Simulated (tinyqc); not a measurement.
What moves the coefficients: Boltzmann transport in a parabolic band with a power-law relaxation time.

F_j(eta) = (1/Gamma(j + 1)) integral_0^infinity x^j dx/(1 + exp(x - eta)), which tends to exp(eta) for eta << 0.

n = N F_1/2(eta) with N = 2 (m kB T/(4 pi c))^(3/2) with c = hbar^2/2m0, in 1/angstrom^3; times 1e24 for 1/cm^3, m = md.

tau = tau0 x^r with x = E/kT. With K_j = Gamma(j + 1) F_j(eta): <tau> = tau0 (r + 3/2) K_(r+1/2)/((3/2) K_(1/2)); mu = <tau>/(mc m0/e), m0/e = 5.685630e-12 kg/C; Hall factor rH = (3/2) K_(1/2) (2r + 3/2) K_(2r+1/2)/((r + 3/2) K_(r+1/2))^2; Seebeck S = -(kB/e) [(r + 5/2) K_(r+3/2)/((r + 3/2) K_(r+1/2)) - eta]; Lorenz number L = (kB/e)^2 [(r + 7/2) K_(r+5/2)/((r + 3/2) K_(r+1/2)) - ((r + 5/2) K_(r+3/2)/((r + 3/2) K_(r+1/2)))^2]; kB/e in V/K. Valley anisotropy is left out of rH.

Constants: hbar^2/2m0 = 3.80998211 eV angstrom^2; kB = 8.617333262e-05 eV/K.

Inputs chosen for the exercise (masses near those of Ge; tau0 is set for a mobility of the usual size at this n, kL is a free input; freeze-out and phonon drag, which matter near 77 K, are left out; not measured data):

| symbol | value | unit | meaning |
|---|---|---|---|
| md | 0.558 | m0 | density-of-states mass |
| mc | 0.1198 | m0 | conductivity mass |
| tau0 | 1.5 | fs | tau at E = kT |
| r | 1.5 |  | exponent of tau |
| T | 300 | K |  |
| kL | 100 | W/(m K) | lattice thermal conductivity |
| n | 5.3e+19 | 1/cm^3 | electron density |

sigma = e n mu with e = 1.602176634e-19 C; ZT = S^2 sigma T/(kL + L sigma T).

Results for these values:

| case | mu (cm^2/(V s)) | sigma (S/cm) | S (microvolt/K) | ZT |
|---|---|---|---|---|
| base | 225.2 | 1913 | -189.6 | 0.0203 |

What happens to each result for md = 0.725 m0, all else kept?

Answer: mu falls from 225.2 to 182.6; sigma falls from 1913 to 1550; S falls from -189.6 to -224.4; ZT rises from 0.0203 to 0.0231.

The same for each parameter in turn:

| case | mu (cm^2/(V s)) | sigma (S/cm) | S (microvolt/K) | ZT |
|---|---|---|---|---|
| base | 225.2 | 1913 | -189.6 | 0.0203 |
| md = 0.725 m0 | 182.6 | 1550 | -224.4 | 0.0231 |
| mc = 0.1557 m0 | 173.3 | 1472 | -189.6 | 0.0157 |
| n = 1.06e+20 1/cm^3 | 362.0 | 6149 | -134.1 | 0.0317 |
| tau0 = 2.25 fs | 337.8 | 2869 | -189.6 | 0.0302 |
| kL = 50 W/(m K) | 225.2 | 1913 | -189.6 | 0.0400 |
| T = 350 K | 198.0 | 1681 | -209.9 | 0.0255 |

The row for T keeps tau0 fixed; for phonon scattering tau0 itself falls as T rises.

tinyqc: `OMP_NUM_THREADS=1 python tinyqc.py 1650346 1650347 out.jsonl`; about 0.01 s, one thread, shared Intel(R) Xeon(R) Processor @ 2.30GHz.
